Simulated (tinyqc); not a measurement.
Minority carriers and saturation current of a heavily doped emitter: one step of the calculation.

n-type, parabolic bands, full ionisation. eta = (EF - Ec)/kB T solves N = Nc F12(eta), F12(x) = (2/sqrt(pi)) int_0^infinity sqrt(u)/(1 + exp(u - x)) du. The gap shrinks rigidly by dEg = a3 y^(1/3) + a4 y^(1/4) + a2 y^(1/2), y = N/1e18 cm^-3, an empirical law that is here taken as the true narrowing.

Task. Fermi level. Newton step on ln F12(eta) = ln(N/Nc): eta(new) = eta - ln(Nc F12/N) F12/Fm, Fm(x) = dF12/dx = (1/sqrt(pi)) int_0^infinity u^(-1/2)/(1 + exp(u - x)) du.

Values chosen for this exercise: conduction-band density of states at 250 K Nc = 2.13e19 cm^-3; ionised donor density N = 8.9e19 cm^-3.

eta at the start (Boltzmann value) = 1.4299

Give: F12; Fm; eta after iteration 1.

Result.

F12 = 2.058
Fm = 1.218
eta after iteration 1 = 2.626

Range of the model: Band tails, non-parabolic bands and incomplete ionisation are left out.

Computed by the program tinyqc: `OMP_NUM_THREADS=1 python tinyqc.py 2330139 2330140 out.jsonl`, one thread of a shared Intel Xeon 2.30GHz, about 0.01 s for the whole run.
